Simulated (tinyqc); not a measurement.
Solubility, supersaturation, precipitation and gettering of an impurity in a silicon-like host: one step, computed by the program tinyqc. Command: `OMP_NUM_THREADS=1 python tinyqc.py 3027303 3027304 out.jsonl ripen walk`. One thread of a shared host (Intel(R) Xeon(R) Processor @ 2.30GHz), about 0.01 s of CPU time with the checks.

The wafer was saturated at T1 and is then held at T.

Problem. Growing precipitates. Growing sinks: with y = r/r_f and y0 = r0/r_f, dy/dt = (1 - y^3)/(3 tau_f y), which integrates to t/tau_f = F(y) - F(y0), F(y) = (1/2) ln[(1 + y + y^2)/(1 - y)^2] - sqrt(3) arctan[(2y + 1)/sqrt(3)]; the share of the excess left is (1 - y^3)/(1 - y0^3), and C(t) = C_eq + (C0 - C_eq) x share.

Inputs (values chosen for the exercise, modelled on copper in silicon):
```
quantity,value,unit
temperature of saturation T1,1200,K
anneal temperature T,717,K
initial sink radius r0,16,nm
anneal time t,4.2,s
```

final radius r_f = 165.1719 nm

tau_f = 4.425941 s

C_eq(T) = 1.784549e+13 1/cm^3

C0 = 2.745942e+17 1/cm^3

Give: radius at t; share of the excess left; C(t) with growing sinks.

Solution.

radius at t = 120.42 nm

share of the excess left = 0.61305

C(t) with growing sinks = 1.6835e+17 1/cm^3

38.7 % of the excess has precipitated. Caution: the barrier to homogeneous nucleation is below 35 k_B T for these inputs, so new precipitates would form and outnumber the fixed sinks assumed here.
